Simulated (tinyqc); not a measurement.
# Crystallisation kinetics and data retention of a phase-change cell: effects of single changes

Johnson-Mehl-Avrami-Kolmogorov law X = 1 - exp(-y^n), y = integral of k dt, k = (1/100 s) exp[-(Ec q/kB)(1/T - 1/T1)].

Values chosen for this exercise; values of the order of Ge-Sb-Te and related chalcogenides:
```
symbol  value  unit                                       meaning
Ec       2.29    eV          activation energy of crystallisation
T1        436     K  temperature at which the rate k is 1/(100 s)
n           3                                     Avrami exponent
Xf        0.2        crystalline share at which the state is lost
T         333     K                           storage temperature
```

Constants: q = 1.602176634e-19 C, kB = 1.380649e-23 J/K. Results are converted to the units shown.

Each table varies one quantity; the others keep the values above.

## Kissinger analysis

Tp is the temperature of the largest dX/dt on a ramp of rate b (b in K/min in the logarithm).

Results:
```
b (K/min)  Tp (K)  q/kB Tp (1/eV)  ln(b/Tp^2)  X at the peak
0.5         421.8           27.51      -12.78         0.6284
1           426.3           27.22      -12.11         0.6283
2           431.0           26.93      -11.44         0.6283
5           437.3           26.54      -10.55         0.6283
10          442.1           26.25      -9.881         0.6282
20          447.1           25.95      -9.210         0.6282
100         459.2           25.27      -7.654         0.6281
```

Estimate the missing row, b = 50 K/min.

Computed row:
```
b (K/min)  Tp (K)  q/kB Tp (1/eV)  ln(b/Tp^2)  X at the peak
50          453.9           25.57      -8.324         0.6281
```

With this row back in the table: Tp rises from 422 to 459 K. The slope of ln(b/Tp^2) against q/kB Tp between the end rows is -2.289 eV, against Ec = 2.29 eV, and X at the peak stays near 1 - 1/e = 0.632 (0.628 to 0.628).

## Effect of the activation energy at a fixed measured point

Same model as above.

At fixed T the state fails at t = (-ln(1 - Xf))^(1/n)/k; ten years are 3.15576e8 s. k at T1 is held.

Results:
```
Ec (eV)  temperature for ten years (K)  time to fail at T (years)
1.5                              314.3                     0.4434
1.8                              329.6                      5.241
2.1                              341.5                      61.94
2.4                              351.0                      732.1
3                                365.3                    1.023e5
3.3                              370.7                    1.209e6
3.6                              375.4                    1.429e7
```

Estimate the missing row, Ec = 2.7 eV.

Computed row:
```
Ec (eV)  temperature for ten years (K)  time to fail at T (years)
2.7                              358.8                       8653
```

With this row back in the table: The ten-year temperature rises from 314 to 375 K, and the projected life at 333 K spans 7.51 decades: an error of 0.1 eV changes it by a factor of 2.28.

Range of the model: One Arrhenius rate is assumed; incubation, growth from the boundary and the non-Arrhenius kinetics of the supercooled liquid are left out.

Computed by the program tinyqc: `OMP_NUM_THREADS=1 python tinyqc.py 2490022 2490023 out.jsonl`, one thread of a shared Intel Xeon 2.30GHz, about 0.04 s for the whole run.
